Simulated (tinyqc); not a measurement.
Two-dimensional electron gas with Rashba and Dresselhaus coupling, step by step. Values are carried at full precision from step to step, so a last printed digit may differ when a step is redone from the rounded ones.

H = c k^2/m + al (ky sx - kx sy) + b1 (kx sx - ky sy) + gam kx ky (kx sy - ky sx), s the Pauli matrices, x = [100], c = hbar^2/2m0, b1 = gam (pi/L)^2 (hard walls). H = c k^2/m + B.s, so E = c k^2/m -/+ |B| and the lower state has its spin along -B.

Constants: hbar^2/2m0 = 3.80998211 eV angstrom^2; hbar = 6.58211957e-16 eV s.

Values chosen for the exercise (of the size met in InSb; shifted at random, so the results belong to these values and not to a real crystal):

| symbol | value | unit | meaning |
|---|---|---|---|
| m | 0.0144 | m0 | mass |
| al | 0.55 | eV angstrom | Rashba constant |
| gam | 381.5 | eV angstrom^3 | bulk Dresselhaus constant |
| L | 122 | angstrom | width of the (001) well |
| n | 18 | 1e11/cm^2 | sheet density (one subband filled) |
| phi | 75 | degrees | angle of k from [100] |

## Scales

b1; mean Fermi wave vector k0 = sqrt(2 pi n) (1e11/cm^2 = 1e-5/angstrom^2); E0 = c k0^2/m; b3 = gam k0^2/4; kR = al m/(2c) and ER = al kR/2, the shift and depth of a pure Rashba band.

b1 = 0.2530 eV angstrom
k0 = 0.03363 1/angstrom
E0 = 299.235 meV
b3 = 0.1079 eV angstrom
kR = 0.001039 1/angstrom
ER = 0.2858 meV

The ratio al/(b1 - b3) is 3.79; kR is 3.1 % of k0.

## Spin-orbit field at one point of the Fermi circle

k = k0 (cos phi, sin phi). Form B, the splitting 2|B| and the direction of the lower spin, atan2(-By, -Bx).

Bx, By (meV): 16.5642  -12.0660

splitting = 40.9858 meV
direction of the lower spin = 143.9 degrees

## The matrix

H = [[E0, Bx - i By], [Bx + i By, E0]] in meV; diagonalise. Precession period h/(2|B|) = 2 pi hbar/(splitting).

H (meV):
```
                    up              down
up            299.2353  16.5642+12.0660i
down  16.5642-12.0660i          299.2353
```

levels (meV): 278.7424  319.7282

period = 0.101 ps

## The two wave vectors at the energy E0 along this direction

Solve c k^2/m -/+ |B(k)| = E0. The spin turns by (k_outer - k_inner) per length, so a half turn takes pi/(difference).

k (1/angstrom): outer 0.034787, inner 0.032486

difference = 0.002302 1/angstrom
length of a half turn = 136.5 nm

For linear terms alone the difference is (m/c)|B|/k, whatever the energy: every electron along this direction turns alike, the basis of the spin transistor. The cubic term makes it depend on density.

## Checks

- Difference of the Fermi wave vectors without Dresselhaus terms against al m/c: both 0.0020787.

Program tinyqc; command `OMP_NUM_THREADS=1 python tinyqc.py 1451920 1451921 out.jsonl`; about 0.01 s on one thread of a shared Intel(R) Xeon(R) Processor @ 2.30GHz.
